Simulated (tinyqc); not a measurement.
Inside a calculation. Method: RHF in the 6-31g basis, for H2, spin multiplicity 1. Computed by tinyqc, a small Python program that keeps every step (integrals from PySCF). Settings: charge = 0, multiplicity = 1, basis = 6-31g, energy threshold = 1e-08, iteration cap = 76, orthogonalisation = symmetric, start = highest core orbitals, DIIS depth = 0, damping = 0.3, method = RHF. Command: `OMP_NUM_THREADS=1 python tinyqc.py 20413 20414 out.jsonl` (the two numbers bound the seeds that draw the settings). One thread of a shared host (Intel(R) Xeon(R) Processor @ 2.60GHz), about 0.06 s of CPU time with the checks. Later iterations appear only in the table of the cycle.

## One-electron integrals

Geometry (angstrom):
```
atom         x         y         z
H     0.000000  0.000000  0.000000
H     0.000000  0.000000  0.781000
```

Basis 6-31g: exponents (1/bohr^2) and contraction coefficients of normalised primitives:
```
element  l (shell)   exponent  coefficient
H            s (1)  18.731137     0.033495
H            s (1)   2.825394     0.234727
H            s (1)   0.640122     0.813757
H            s (2)   0.161278     1.000000
```

Overlap, kinetic and nuclear-attraction integrals over the contracted functions; the nuclear repulsion is the sum of Za Zb / Rab.

nuclear repulsion = 0.67756365 hartree

overlap S, lower triangle:
```
          1H 1s     1H 2s     2H 1s     2H 2s
1H 1s  1.000000
1H 2s  0.658292  1.000000
2H 1s  0.419191  0.494381  1.000000
2H 2s  0.494381  0.838913  0.658292  1.000000
```

kinetic energy T (hartree), lower triangle:
```
          1H 1s     1H 2s     2H 1s     2H 2s
1H 1s  1.395678
1H 2s  0.259735  0.241917
2H 1s  0.189719  0.157576  1.395678
2H 2s  0.157576  0.179182  0.259735  0.241917
```

nuclear attraction V (hartree), lower triangle:
```
           1H 1s      1H 2s      2H 1s      2H 2s
1H 1s  -2.322613
1H 2s  -1.163906  -1.158607
2H 1s  -0.936840  -0.905354  -2.322613
2H 2s  -0.905354  -1.015466  -1.163906  -1.158607
```

core Hamiltonian H = T + V (hartree), lower triangle:
```
           1H 1s      1H 2s      2H 1s      2H 2s
1H 1s  -0.926934
1H 2s  -0.904171  -0.916690
2H 1s  -0.747121  -0.747778  -0.926934
2H 2s  -0.747778  -0.836283  -0.904171  -0.916690
```

## Two-electron integrals

Functions are numbered as in S; the eight-fold symmetry (ij|kl) = (ji|kl) = (kl|ij) leaves the list below.

Two-electron integrals (ij|kl) in chemists' order, unique and non-zero (hartree):
```
(11|11) 1.076566   (21|11) 0.578470   (21|21) 0.329423   (22|11) 0.587396
(22|21) 0.361304   (22|22) 0.453150   (31|11) 0.370164   (31|21) 0.211337
(31|22) 0.231631   (31|31) 0.168719   (32|11) 0.328737   (32|21) 0.200026
(32|22) 0.242754   (32|31) 0.166971   (32|32) 0.184806   (33|11) 0.636764
(33|21) 0.395050   (33|22) 0.489471   (33|31) 0.370164   (33|32) 0.427334
(33|33) 1.076566   (41|11) 0.427334   (41|21) 0.244284   (41|22) 0.269542
(41|31) 0.166971   (41|32) 0.161413   (41|33) 0.328737   (41|41) 0.184806
(42|11) 0.469492   (42|21) 0.290519   (42|22) 0.369312   (42|31) 0.203533
(42|32) 0.223428   (42|33) 0.469492   (42|41) 0.223428   (42|42) 0.318916
(43|11) 0.395050   (43|21) 0.244831   (43|22) 0.307591   (43|31) 0.211337
(43|32) 0.244284   (43|33) 0.578470   (43|41) 0.200026   (43|42) 0.290519
(43|43) 0.329423   (44|11) 0.489471   (44|21) 0.307591   (44|22) 0.405242
(44|31) 0.231631   (44|32) 0.269542   (44|33) 0.587396   (44|41) 0.242754
(44|42) 0.369312   (44|43) 0.361304   (44|44) 0.453150
```

## Orthogonalisation

S = U s U^T; symmetric (Loewdin) form X = U s^(-1/2) U^T, so that X^T S X = 1.

eigenvalues of S: 0.104662  0.457431  0.637234  2.800673

X, lower triangle:
```
           1H 1s      1H 2s      2H 1s     2H 2s
1H 1s   1.282216
1H 2s  -0.499586   1.927713
2H 1s  -0.165264   0.066205   1.282216
2H 2s   0.066205  -0.968568  -0.499586  1.927713
```

## Starting guess

The start is the highest orbitals of the core Hamiltonian (a deliberately bad start); D = 2 C_occ C_occ^T.

D at the start, lower triangle:
```
           1H 1s      1H 2s      2H 1s     2H 2s
1H 1s   2.099457
1H 2s  -3.441784   5.642352
2H 1s  -2.099457   3.441784   2.099457
2H 2s   3.441784  -5.642352  -3.441784  5.642352
```

## Iteration 1: building the Fock matrix

J_ij = sum D_kl (ij|kl), K_ij = sum D_kl (ik|jl); F = H + J - 0.5 K; E = tr D H + tr D J / 2 - 0.25 tr D K + E_nn.

Coulomb J (hartree), lower triangle:
```
          1H 1s     1H 2s     2H 1s     2H 2s
1H 1s  1.323935
1H 2s  0.757716  0.886054
2H 1s  0.552124  0.580278  1.323935
2H 2s  0.580278  0.761794  0.757716  0.886054
```

exchange K (hartree), lower triangle:
```
           1H 1s     1H 2s     2H 1s     2H 2s
1H 1s   0.469973
1H 2s   0.101128  0.074185
2H 1s  -0.020667  0.095202  0.469973
2H 2s   0.095202  0.054547  0.101128  0.074185
```

Fock matrix F (hartree), lower triangle:
```
           1H 1s      1H 2s      2H 1s      2H 2s
1H 1s   0.162014
1H 2s  -0.197018  -0.067729
2H 1s  -0.184664  -0.215101   0.162014
2H 2s  -0.215101  -0.101763  -0.197018  -0.067729
```

total energy of this density = 1.71830421 hartree

This density is the starting one.

## Iteration 1: diagonalisation and new density

Diagonalise F' = X^T F X, C = X C', fill 1 alpha and 1 beta electrons from the bottom; D = 2 C_occ C_occ^T; the new density keeps 0.3 of the old one (damping). Each column has its largest component positive (the first on a tie).

F' = X^T F X (hartree), lower triangle:
```
           1          2          3         4
1   0.523266
2  -0.347796   0.259821
3  -0.184371  -0.089702   0.523266
4  -0.089702  -0.077384  -0.347796  0.259821
```

orbital energies (hartree): MO1 -0.183771, MO2 0.204745, MO3 0.705103, MO4 0.840096

coefficients C:
```
            MO1        MO2        MO3        MO4
1H 1s  0.271959   0.111403   0.802334  -1.093274
1H 2s  0.323372   1.639359  -0.670313   1.291040
2H 1s  0.271959  -0.111403   0.802334   1.093274
2H 2s  0.323372  -1.639359  -0.670313  -1.291040
```

D after iteration 1, lower triangle:
```
           1H 1s      1H 2s      2H 1s     2H 2s
1H 1s   0.733383
1H 2s  -0.909414   1.839103
2H 1s  -0.526291   1.155656   0.733383
2H 2s   1.155656  -1.546308  -0.909414  1.839103
```

## Iteration 2: building the Fock matrix

As before.

Coulomb J (hartree), lower triangle:
```
          1H 1s     1H 2s     2H 1s     2H 2s
1H 1s  1.372260
1H 2s  0.805685  0.949948
2H 1s  0.590960  0.622029  1.372260
2H 2s  0.622029  0.822536  0.805685  0.949948
```

exchange K (hartree), lower triangle:
```
          1H 1s     1H 2s     2H 1s     2H 2s
1H 1s  0.834228
1H 2s  0.629882  0.613386
2H 1s  0.543284  0.587945  0.834228
2H 2s  0.587945  0.591835  0.629882  0.613386
```

Fock matrix F (hartree), lower triangle:
```
           1H 1s      1H 2s      2H 1s      2H 2s
1H 1s   0.028212
1H 2s  -0.413426  -0.273435
2H 1s  -0.427803  -0.419722   0.028212
2H 2s  -0.419722  -0.309665  -0.413426  -0.273435
```

total energy of this density = -0.08193885 hartree

This density is a damped mixture and is not idempotent.

## Iteration 2: diagonalisation and new density

As before.

F' = X^T F X (hartree), lower triangle:
```
           1          2          3         4
1   0.577644
2  -0.508833   0.255210
3  -0.379086  -0.104406   0.577644
4  -0.104406  -0.174050  -0.508833  0.255210
```

orbital energies (hartree): MO1 -0.476183, MO2 0.210173, MO3 0.755901, MO4 1.175816

coefficients C:
```
            MO1        MO2        MO3        MO4
1H 1s  0.304423   0.135751   0.790587  -1.090519
1H 2s  0.295792   1.610167  -0.682932   1.327270
2H 1s  0.304423  -0.135751   0.790587   1.090519
2H 2s  0.295792  -1.610167  -0.682932  -1.327270
```

D after iteration 2, lower triangle:
```
           1H 1s      1H 2s      2H 1s     2H 2s
1H 1s   0.349758
1H 2s  -0.146760   0.674221
2H 1s  -0.028144   0.472761   0.349758
2H 2s   0.472761  -0.341403  -0.146760  0.674221
```

## Iteration 3: building the Fock matrix

As before.

Coulomb J (hartree), lower triangle:
```
          1H 1s     1H 2s     2H 1s     2H 2s
1H 1s  1.413024
1H 2s  0.832765  0.978236
2H 1s  0.614491  0.644831  1.413024
2H 2s  0.644831  0.849164  0.832765  0.978236
```

exchange K (hartree), lower triangle:
```
          1H 1s     1H 2s     2H 1s     2H 2s
1H 1s  0.979694
1H 2s  0.801960  0.769562
2H 1s  0.740176  0.748453  0.979694
2H 2s  0.748453  0.747914  0.801960  0.769562
```

Fock matrix F (hartree), lower triangle:
```
           1H 1s      1H 2s      2H 1s      2H 2s
1H 1s  -0.003758
1H 2s  -0.472385  -0.323236
2H 1s  -0.502718  -0.477173  -0.003758
2H 2s  -0.477173  -0.361076  -0.472385  -0.323236
```

total energy of this density = -0.79415103 hartree

This density is a damped mixture and is not idempotent.

## Iteration 3: diagonalisation and new density

As before.

F' = X^T F X (hartree), lower triangle:
```
           1          2          3         4
1   0.604297
2  -0.557522   0.263106
3  -0.445395  -0.108483   0.604297
4  -0.108483  -0.198354  -0.557522  0.263106
```

orbital energies (hartree): MO1 -0.555840, MO2 0.218789, MO3 0.779494, MO4 1.292363

coefficients C:
```
            MO1        MO2        MO3        MO4
1H 1s  0.314228   0.134656   0.786741  -1.090654
1H 2s  0.287279   1.611499  -0.686557   1.325652
2H 1s  0.314228  -0.134656   0.786741   1.090654
2H 2s  0.287279  -1.611499  -0.686557  -1.325652
```

D after iteration 3, lower triangle:
```
          1H 1s     1H 2s     2H 1s     2H 2s
1H 1s  0.243162
1H 2s  0.082352  0.317807
2H 1s  0.129792  0.268208  0.243162
2H 2s  0.268208  0.013120  0.082352  0.317807
```

## Iteration 19 (converged): orbitals

converged F (hartree), lower triangle:
```
           1H 1s      1H 2s      2H 1s      2H 2s
1H 1s  -0.011563
1H 2s  -0.493087  -0.335868
2H 1s  -0.536023  -0.498661  -0.011563
2H 2s  -0.498661  -0.375064  -0.493087  -0.335868
```

Diagonalise F' = X^T F X, C = X C', fill 1 alpha and 1 beta electrons from the bottom; D = 2 C_occ C_occ^T. Each column has its largest component positive (the first on a tie).

F' = X^T F X (hartree), lower triangle:
```
           1          2          3         4
1   0.622863
2  -0.578381   0.273019
3  -0.479404  -0.109783   0.622863
4  -0.109783  -0.205403  -0.578381  0.273019
```

orbital energies (hartree): MO1 -0.583670, MO2 0.227423, MO3 0.794745, MO4 1.353264

coefficients C:
```
            MO1        MO2        MO3        MO4
1H 1s  0.320322   0.130606   0.784280  -1.091147
1H 2s  0.281944   1.616409  -0.688765   1.319660
2H 1s  0.320322  -0.130606   0.784280   1.091147
2H 2s  0.281944  -1.616409  -0.688765  -1.319660
```

D after iteration 19, lower triangle:
```
          1H 1s     1H 2s     2H 1s     2H 2s
1H 1s  0.205212
1H 2s  0.180626  0.158985
2H 1s  0.205212  0.180626  0.205212
2H 2s  0.180626  0.158985  0.180626  0.158985
```

## Convergence

Stop when the energy changes by less than 1e-08 hartree and every element of the error matrix X^T (F D S - S D F) X is below 3e-05.

Course of the cycle:
```
iteration  E (hartree)     change  largest element of the error matrix
1           1.71830421          -                             1.62e-01
2          -0.08193885  -1.80e+00                             1.04e-01
3          -0.79415103  -7.12e-01                             4.94e-02
4          -1.02407741  -2.30e-01                             2.15e-02
5          -1.09462290  -7.05e-02                             9.02e-03
6          -1.11594378  -2.13e-02                             3.73e-03
7          -1.12235680  -6.41e-03                             1.53e-03
8          -1.12428264  -1.93e-03                             6.27e-04
9          -1.12486064  -5.78e-04                             2.56e-04
10         -1.12503407  -1.73e-04                             1.04e-04
11         -1.12508610  -5.20e-05                             4.23e-05
12         -1.12510172  -1.56e-05                             1.72e-05
13         -1.12510640  -4.68e-06                             6.96e-06
14         -1.12510780  -1.41e-06                             2.82e-06
15         -1.12510823  -4.22e-07                             1.14e-06
16         -1.12510835  -1.26e-07                             4.63e-07
17         -1.12510839  -3.79e-08                             1.87e-07
18         -1.12510840  -1.14e-08                             7.59e-08
19         -1.12510840  -3.41e-09                             3.07e-08
```

PySCF RHF in the same basis = -1.12510841 hartree

Converged in 19 iterations.

## Populations, bond orders and dipole

Mulliken: Z minus the diagonal of D S on the atom; Loewdin: the same with S^(1/2) D S^(1/2); Mayer order: 2 sum_s sum (D(s) S)_ij (D(s) S)_ji over the two atoms.

Charges (e):
```
atom  Mulliken  Loewdin
1H           0        0
2H           0        0
```

Mayer bond orders:
```
pair     order
2-1   1.000000
```

dipole moment about the origin, x y z (debye): 0.000000  0.000000  0.000000
